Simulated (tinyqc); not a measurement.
Conductance against temperature: thermal boundary conductance by the acoustic and diffuse mismatch models. Computed by tinyqc, a small Python program. Command: `OMP_NUM_THREADS=1 python tinyqc.py 3031382 3031383 out.jsonl kapitza walk`. One thread of a shared host (Intel(R) Xeon(R) Processor @ 2.30GHz), about 0.01 s of CPU time with the checks.

Each side has one longitudinal and two transverse Debye branches, omega = v q up to q_D = (6 pi^2 n)^(1/3), with n counting all atoms. Scattering at the interface is elastic. Electrons are left out of G, also for metals. Melting is ignored. G refers to the temperatures of the phonons sent towards the interface. Linear branches over all atoms overstate G at high T, most for crystals with several atoms a cell.

Inputs (values chosen for the exercise, modelled on germanium (side 1) and sapphire (side 2)):
```
quantity                    value    unit
density rho_1                5.21  g/cm^3
longitudinal velocity vL_1   5440     m/s
transverse velocity vT_1     3170     m/s
atom density n_1             44.2  1/nm^3
density rho_2                3.94  g/cm^3
longitudinal velocity vL_2  11200     m/s
transverse velocity vT_2     6510     m/s
atom density n_2              119  1/nm^3
```

Structure: film on a substrate.

Constants: hbar = 1.054571817e-34 J s; k_B = 1.380649e-23 J/K.

Method:
- omega_c = v q_D for each branch, given as hbar omega_c/k_B; impedance Z = rho v.
- No mode conversion. t(theta) = 4 Z_1 Z_2 cos(theta_1) cos(theta_2)/N^2, with N = Z_2 cos(theta_1) + Z_1 cos(theta_2) for L (the form for pressure waves) and N = Z_1 cos(theta_1) + Z_2 cos(theta_2) for both T branches (the form for shear waves polarised along the interface); sin(theta_2) = (v_2/v_1) sin(theta_1), and t = 0 beyond the critical angle arcsin(v_1/v_2); the mean over the incoming flux is alpha = 2 int t sin(theta_1) cos(theta_1) d theta_1 (64 Gauss-Legendre points).
- G = (k_B^4 T^3/(8 pi^2 hbar^3)) int W(x) x^4 e^x/(e^x - 1)^2 dx, x = hbar omega/(k_B T). Acoustic mismatch: W = sum over the three branches of alpha(1 to 2)/v_1^2, each up to the lower of its two cut-offs. Diffuse mismatch: W = S_1 S_2/(S_1 + S_2), where S_i sums 1/v^2 over the branches of side i still below their cut-off. Radiation limit: W = min(S_1, S_2). The integral is split at the four cut-offs (64 Gauss-Legendre points a piece, x at most 45).

Branches:
```
branch     v (m/s)  cut-off (K)  Z (1e6 kg/(m^2 s))
L, side 1     5440       572.64             28.3424
T, side 1     3170       333.69             16.5157
L, side 2    11200      1640.12             44.1280
T, side 2     6510       953.32             25.6494
```

Transmission:
```
branch  t at normal incidence  largest angle from side 1 (deg)  alpha, 1 to 2  alpha, 2 to 1
L                    0.952554                          29.0593       0.193518       0.820274
T                    0.953077                          29.1399       0.226924       0.957027
```

G (MW/(m^2 K)):
```
T (K)  acoustic mismatch  diffuse mismatch  radiation limit
2              0.0042159         0.0036365        0.0044981
5               0.065873          0.056820         0.070283
10               0.52699           0.45456          0.56226
20                4.2151            3.6360           4.4977
40                31.499            27.910           34.904
80                134.01            148.19           200.05
150               258.73            363.96           522.56
300               341.26            539.96           794.13
600               369.66            605.11           895.61
1000              376.28            620.59           919.78
```

What follows from these numbers?

All three follow T^3 at the cold end (exponent 3.00 for the diffuse model) and flatten at high T (exponent 0.05 at the hot end); the lowest cut-off is 334 K. The ratio of diffuse to acoustic goes from 0.86 to 1.65. The plateau is set by the frequencies that both sides share.

Extremes, crossings and ranges named in words are read from the listed rows.
